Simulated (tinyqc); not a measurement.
What each parameter does: exciton in a hard-walled quantum well (variational).

Electron and hole in the lowest states cos(pi z/L) of a hard-walled well; relative motion in the plane exp(-rho/lam). E(lam) = c/(mu lam^2) - (q/eps) <1/r>, <1/r> = integral over k from 0 to infinity of F(kL) (1 + (k lam/2)^2)^(-3/2), F(x) = [3x + 8 pi^2/x - 32 pi^4 (1 - exp(-x))/(x^2 (x^2 + 4 pi^2))]/(x^2 + 4 pi^2); c = hbar^2/2m0, q = e^2/(4 pi eps0). E is counted from the subband edge.

Constants: hbar^2/2m0 = 3.80998211 eV angstrom^2; e^2/(4 pi eps0) = 14.39964547 eV angstrom; Ry = 13.60569312 eV.

Parameters, chosen for this exercise (near those of InP; not measured data):
- me = 0.077 m0 (electron mass)
- mh = 0.256 m0 (hole mass)
- eps = 12.6 (dielectric constant)
- L = 91 angstrom (well width)

1/mu = 1/me + 1/mh, Ry* = Ry mu/eps^2; the minimum over lam.

Results for these values:

| case | binding (meV) | lam (angstrom) | binding/Ry* |
|---|---|---|---|
| base | 11.31 | 93.1 | 2.229 |

What happens to each result for me = 0.0654 m0, all else kept?

Answer: binding falls from 11.31 to 10.39; lam rises from 93.1 to 102.3; binding/Ry* rises from 2.229 to 2.327.

The same for each parameter in turn:

| case | binding (meV) | lam (angstrom) | binding/Ry* |
|---|---|---|---|
| base | 11.31 | 93.1 | 2.229 |
| me = 0.0654 m0 | 10.39 | 102.3 | 2.327 |
| mh = 0.358 m0 | 11.82 | 88.6 | 2.177 |
| eps = 11.3 | 13.53 | 86.1 | 2.146 |
| L = 63.7 angstrom | 12.68 | 85.0 | 2.499 |

(tinyqc, `OMP_NUM_THREADS=1 python tinyqc.py 1282753 1282754 out.jsonl`, Intel(R) Xeon(R) Processor @ 2.30GHz, 1 thread, shared host, about 0.03 s.)
